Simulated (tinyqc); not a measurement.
Round or elliptic silicon nanowire with anisotropic valleys (Ritz method): sweeps and comparisons. A value that a table varies takes the place of the one given here.

Wire along x = [100] on a (001) wafer, y = [010], z = [001]. Valley groups, two valleys each (w = inverse masses): A, axis along z: w_y = 1/mt, w_z = 1/ml, m_x = mt; B, axis along y: w_y = 1/ml, w_z = 1/mt, m_x = mt; C, axis along x: w_y = w_z = 1/mt, m_x = ml.

Hard wall on the ellipse (y/a)^2 + (z/b)^2 = 1, c = hbar^2/2m0. With u = y/a, v = z/b the operator is -c [(w_y/a^2) d2/du2 + (w_z/b^2) d2/dv2] on the unit disc. Basis (1 - u^2 - v^2) u^i v^j; S, X and Y are the disc integrals of f f', (df/du)(df'/du) and (df/dv)(df'/dv), from the integral of u^p v^q = 2 Gamma((p+1)/2) Gamma((q+1)/2)/((p + q + 2) Gamma((p+q+2)/2)) for even p, q; H = c (w_y X/a^2 + w_z Y/b^2).

Converged values use 21 functions of each parity class (e or o in u, then in v).

Constants: hbar^2/2m0 = 3.80998211 eV angstrom^2.

Parameters, chosen for this exercise (near those of a Si nanowire; not measured data):
```
symbol  value                              unit      meaning
ml      0.901                              m0        longitudinal mass
mt      0.191                              m0        transverse mass
a       38                                 angstrom  semi-axis along y
b       44                                 angstrom  semi-axis along z
asp     (0.4, 0.6, 0.8, 1, 1.3, 1.8, 2.5)            ratios a/b
area    52.5                               nm^2      cross-section, kept fixed
hw      3                                            height over mean width
```

## Size of the basis

Lowest level of each group with 1, 3, 6 and 21 even functions.

Levels (meV):
```
functions      A      B      C
1          47.99  39.70  72.35
3          45.25  37.87  69.71
6          45.18  37.85  69.70
21         45.18  37.85  69.70
```

How do the results move?

One function errs by 6.2 % for A, 4.9 % for B and 3.8 % for C, six by 0.00061, 8.2e-05 and 1.4e-05 meV. The error grows with the axis ratio of the stretched ellipse (2.51, 1.88, 1.16); for a circle it is 6/5.783 - 1 = 3.7 %.

## Flattening the wire at fixed area

a = sqrt(area x ratio/pi), b = a/ratio, 1 nm^2 = 100 angstrom^2; lowest level of each group.

Levels (eV):
```
a/b  a (angstrom)  b (angstrom)       A       B       C
0.4          25.9          64.6  0.0832  0.0321  0.0978
0.6          31.7          52.8  0.0592  0.0328  0.0777
0.8          36.6          45.7  0.0477  0.0365  0.0707
1.0          40.9          40.9  0.0411  0.0411  0.0690
1.3          46.6          35.9  0.0358  0.0490  0.0713
1.8          54.8          30.5  0.0323  0.0630  0.0805
2.5          64.6          25.9  0.0321  0.0832  0.0978
```

What can be read from the table?

Each group is lowest where its stretched ellipse is a circle, at a/b = sqrt(w_y/w_z): 2.17 for A, 0.46 for B and 1.00 for C. The lowest group is B in the first row and A in the last, A and B crossing at a/b = 1 by symmetry; B - A is -51 meV in the first row and +51 meV in the last.

## Shape of the cross-section

Equal area, hard walls, lowest level of -c (w_y d2/dy2 + w_z d2/dz2), c = hbar^2/2m0. Rectangle W x H with H/W = hw; ellipse with b/a = hw; trapezoid of height H, base W/0.8 and top 0.6 of the base; isosceles triangle of height H and base 2W. Ellipse, trapezoid and triangle by converged Ritz bases; 1 nm^2 = 100 angstrom^2.

Levels:
```
shape      A (eV)  B (eV)  B - A (meV)
rectangle  0.1151  0.0363        -78.8
ellipse    0.0977  0.0334        -64.4
trapezoid  0.0975  0.0367        -60.8
triangle   0.0589  0.0404        -18.4
```

W = 41.8 angstrom
H = 125.5 angstrom

What can be read from the table?

For group A the order is triangle, trapezoid, ellipse, rectangle, spanning 96 %. For group B the order is ellipse, rectangle, trapezoid, triangle, spanning 21 %. The ellipse lies below the rectangle for both groups, since corners hold little of the wave function. The triangle is lowest for A, whose light mass lies across the width and gains from the wide base. The spacing B - A of the valley groups runs from -79 to -18 meV.

## What each parameter does

Lowest level of groups A and B. Each row changes one parameter from the base and keeps the others.

Results:
```
case             A (eV)  B (eV)  B - A (meV)
base             0.0452  0.0378         -7.3
a = 41 angstrom  0.0398  0.0366         -3.3
b = 47 angstrom  0.0443  0.0343        -10.0
ml = 1.009 m0    0.0444  0.0369         -7.5
mt = 0.172 m0    0.0494  0.0410         -8.3
```

What does this show?

The largest shifts from the base row, up to three for each result and ties (the steps differ in size, so this ranks the rows, not the parameters). A (eV): a -0.0054, mt +0.0042, b -0.0009. B (eV): b -0.0036, mt +0.0032, a -0.0013. B - A (meV): a +4.1, b -2.7, mt -1.0.

tinyqc: `OMP_NUM_THREADS=1 python tinyqc.py 1252462 1252463 out.jsonl`; about 0.04 s, one thread, shared Intel(R) Xeon(R) Processor @ 2.30GHz.
